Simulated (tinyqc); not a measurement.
Approximations against the iterative solution: electron mobility of a polar semiconductor by Rode's iterative solution of the Boltzmann equation. Computed by tinyqc, a small Python program. Command: `OMP_NUM_THREADS=1 python tinyqc.py 3023956 3023957 out.jsonl rode walk`. One thread of a shared host (Intel(R) Xeon(R) Processor @ 2.30GHz), about 0.01 s of CPU time with the checks.

The distribution is f(E) + e F l(E) (-df/dE) cos(theta) for a weak field F, theta counted from the force; l(E) is a mean free path. Elastic processes enter by their momentum rate, polar optical phonons by out- and in-scattering terms. One valley only: where upper valleys lie close, measured mobilities are lower. The density n is prescribed, even where a narrow-gap material would have more intrinsic carriers.

Inputs (values chosen for the exercise, modelled on InSb):

| quantity | value | unit |
|---|---|---|
| effective mass m | 0.0131 | m_0 |
| static permittivity eps_s | 16.8 | - |
| high-frequency permittivity eps_inf | 15.7 | - |
| density rho | 5780 | kg/m^3 |
| sound velocity v_l | 3880 | m/s |
| acoustic deformation potential D_A | 8.8 | eV |
| optical phonon energy hbar w | 24.3 | meV |
| piezoelectric coupling K | 0.025 | - |
| electron density n | 1.1e+18 | 1/cm^3 |
| compensation ratio C | 0 | - |
| temperature T | 500 | K |
| grid points per phonon energy s | 8 | - |
| iteration cap | 200 | - |

Band: parabolic. Elastic processes: acoustic, piezoelectric, impurity.

Constants: k_B = 8.617333262e-05 eV/K; m_0 = 9.1093837015e-31 kg; e = 1.602176634e-19 C; hbar = 1.054571817e-34 J s; eps_0 = 8.8541878128e-12 F/m; k_B = 1.380649e-23 J/K; hbar = 6.582119569e-16 eV s.

Method:
- Parabolic band: E = hbar^2 k^2/(2 m), speed v = hbar k/m, states per spin, volume and energy g(E) = m k/(2 pi^2 hbar^2). Masses are multiplied by m_0 and all formulas are in SI units.
- The reduced Fermi level eta = E_F/(k_B T) solves n = 2 Z int g f dE with f = 1/(1 + exp(x - eta)) (Z = 1 unless valleys are given); screening length L_s = sqrt(eps_s eps_0 k_B T/(e^2 dn/deta)), dn/deta = 2 Z int g f (1 - f) dE.
- Integrals over x = E/(k_B T) use 160 Gauss-Legendre points in u = sqrt(x) from 0 to sqrt(max(eta, 0) + 32).
- N_I = n (1 + C)/(1 - C).
- Phonon occupation N_q = 1/(exp(hbar w/(k_B T)) - 1).
- Acoustic deformation potential (elastic, equipartition, absorption and emission together): 1/tau = 2 pi k_B T D_A^2 g(E)/(hbar rho v_l^2).
- Piezoelectric (elastic, unscreened, momentum relaxation): 1/tau = e^2 K^2 k_B T m (1 + 2 alpha E)/(2 pi eps_s eps_0 hbar^3 k), with alpha = 0 for a parabolic band.
- Singly charged impurities, momentum relaxation: 1/tau = N_I e^4 m (1 + 2 alpha E) Phi/(8 pi (eps_s eps_0)^2 hbar^3 k^3), with alpha = 0 for a parabolic band.
- Brooks-Herring: Phi = ln(1 + b) - b/(1 + b), b = 4 k^2 L_s^2.
- Polar optical, unscreened: W = e^2 w (1/eps_inf - 1/eps_s) m (1 + 2 alpha E') ln|(k + k')/(k - k')| / (4 pi eps_0 hbar^2 k), times N_q for absorption (E' = E + hbar w) and N_q + 1 for emission (E' = E - hbar w > 0), with alpha = 0 for a parabolic band; mean cosine of the angle <cos> = (k^2 + k'^2)/(2 k k') - 1/ln|(k + k')/(k - k')|.
- Energy grid E_j = (j + 1/2) hbar w/s, j = 0, 1, ..., up to (max(eta, 0) + 18) k_B T, so that E_j +/- hbar w are grid points; l = 0 beyond the grid; integrals are sums times the spacing.
- With f' = f(E'): out-scattering S_o = sum over absorption and emission of W (1 - f')/(1 - f); nu = sum of elastic rates; the in-scattering weights are c+ = W_abs <cos> (1 - f')/(1 - f) for E' = E + hbar w and c- likewise for emission.
- Iteration: l_new(E) = [v(E) + c+ l(E + hbar w) + c- l(E - hbar w)]/(nu + S_o), from l = 0.
- mu = e sum g v l f (1 - f) / (3 k_B T sum g f) over the grid; stop when mu changes by less than 1e-8 of itself.
- Self-energy RTA: l = v/(nu + S_o), the first iteration. Momentum RTA: l = v/(nu + S_o - c+ v(E + hbar w)/v - c- v(E - hbar w)/v), listed only where the denominator is positive on the whole grid. The polar-only value solves the same system with nu = 0; the elastic value takes l = v/nu.

reduced Fermi level eta = 6.76013

ionised impurity density N_I = 1.10e+18 1/cm^3

screening length L_s = 13.0446 nm

mobility mu = 74548.5 cm^2/(V s)

Mobilities:

| method | mu (cm^2/(V s)) | deviation (%) |
|---|---|---|
| iterative solution | 7.4548e+04 | 0.00 |
| self-energy RTA | 4.4833e+04 | -39.86 |
| momentum RTA | 7.4651e+04 | 0.14 |
| polar phonons alone, exact | 3.3464e+05 | 348.88 |
| elastic processes alone | 9.6496e+04 | 29.44 |
| Matthiessen's rule on the last two | 7.4899e+04 | 0.47 |

self-energy RTA mobility = 44833 cm^2/(V s)

polar-phonon mobility = 3.3464e+05 cm^2/(V s)

elastic mobility = 96496 cm^2/(V s)

error of the self-energy RTA = -39.860 %

What does the comparison show, and why?

The self-energy RTA is 39.9 % low: it counts every polar event as a full loss of current, though forward events keep part of it. Here hbar w/k_B T = 0.56. Matthiessen's rule is 0.5 % high. The momentum RTA deviates by +0.1 %. Caution: E_F exceeds 0.1 eV in a band of small mass, where non-parabolicity, left out here, matters. Caution: the gas is degenerate, and screening of the polar coupling, left out here, would raise the mobility.
